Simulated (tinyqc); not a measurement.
From results back to parameters: exchange-split free-electron bands and tunnelling magnetoresistance.

Problem. The electron density n_up + n_dn and the polarisation of the density of states, P = (k_up - k_dn)/(k_up + k_dn), are given; EF and Dx are hidden.

Majority and minority bands E = c k^2/m -/+ Dx/2, c = hbar^2/2m0, so k_up = sqrt(m (EF + Dx/2)/c), k_dn = sqrt(m (EF - Dx/2)/c); n_s = k_s^3/(6 pi^2), D_s = m k_s/(4 pi^2 c).

Constants: hbar^2/2m0 = 3.80998211 eV angstrom^2.

Inputs chosen for the exercise: m = 0.86 m0 (mass in the electrodes).
n = 0.0457971 1/angstrom^3
P = 0.322340

Find: k_up, k_dn; EF; Dx.

Solution. k_dn/k_up = (1 - P)/(1 + P); n then fixes k_up; EF is the mean and Dx the difference of the two kinetic energies.

k_up, k_dn (1/angstrom): 1.3371  0.6852

EF = 5.00 eV
Dx = 5.84 eV

Computed by tinyqc, a small Python program: `OMP_NUM_THREADS=1 python tinyqc.py 1682754 1682755 out.jsonl` (the numbers bound the seed that draws the inputs); one thread of a shared host (Intel(R) Xeon(R) Processor @ 2.30GHz), about 0.01 s for the whole set of steps.
